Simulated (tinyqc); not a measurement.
Debye-Callaway model of lattice thermal conductivity: one step, computed by the program tinyqc. Command: `OMP_NUM_THREADS=1 python tinyqc.py 3023147 3023148 out.jsonl callaway walk`. One thread of a shared host (Intel(R) Xeon(R) Processor @ 2.30GHz), about 0.01 s of CPU time with the checks.

Three acoustic branches with one velocity v, cut at omega_D = k_B Theta/hbar; x = hbar omega/(k_B T). v and Theta are separate inputs: Theta cuts off the heat-carrying modes, so C need not reach 3 k_B/V. gamma is an effective value that sets the umklapp rate.

Question. The integrand on a coarse grid. Rates: point defects A omega^4; umklapp B omega^2 T exp(-Theta/(b T)) with B = hbar gamma^2/(M v^2 Theta). Boundaries: v/L. x runs in ten equal steps to min(Theta/T, 12); g = x^4 e^x/(e^x - 1)^2; tau_C is the inverse of all rates summed; the last column is c tau_C g with c = (k_B/(2 pi^2 v)) (k_B T/hbar)^3.

Inputs (values chosen for the exercise, modelled on indium phosphide):

| quantity | value | unit |
|---|---|---|
| sound velocity v | 3340 | m/s |
| Debye temperature Theta | 327 | K |
| mean atomic mass M | 72.9 | u |
| effective Grueneisen parameter gamma | 1.76 | - |
| umklapp exponent divisor b | 2 | - |
| Casimir length L | 1500 | micrometre |
| temperature T | 20 | K |

Sample: crystal. Point defects: isotopes. Normal processes: left out.

Rayleigh coefficient A = 7.024487e-46 s^3

Constants: k_B = 1.380649e-23 J/K; hbar = 1.054571817e-34 J s; u = 1.6605390666e-27 kg.

Give: Integrand.

Answer.

Integrand:

| x | g | tau_C (s) | c tau_C g (W/(m K)) |
|---|---|---|---|
| 1.2 | 1.279 | 4.280e-07 | 2.058e+03 |
| 2.4 | 3.640 | 2.868e-07 | 3.925e+03 |
| 3.6 | 4.851 | 1.228e-07 | 2.240e+03 |
| 4.8 | 4.441 | 4.899e-08 | 8.180e+02 |
| 6.0 | 3.228 | 2.172e-08 | 2.636e+02 |
| 7.2 | 2.009 | 1.082e-08 | 8.172e+01 |
| 8.4 | 1.120 | 5.930e-09 | 2.497e+01 |
| 9.6 | 0.575 | 3.505e-09 | 7.581e+00 |
| 10.8 | 0.278 | 2.199e-09 | 2.294e+00 |
| 12.0 | 0.127 | 1.447e-09 | 6.931e-01 |

Among these rows the integrand is largest at x = 2.40.
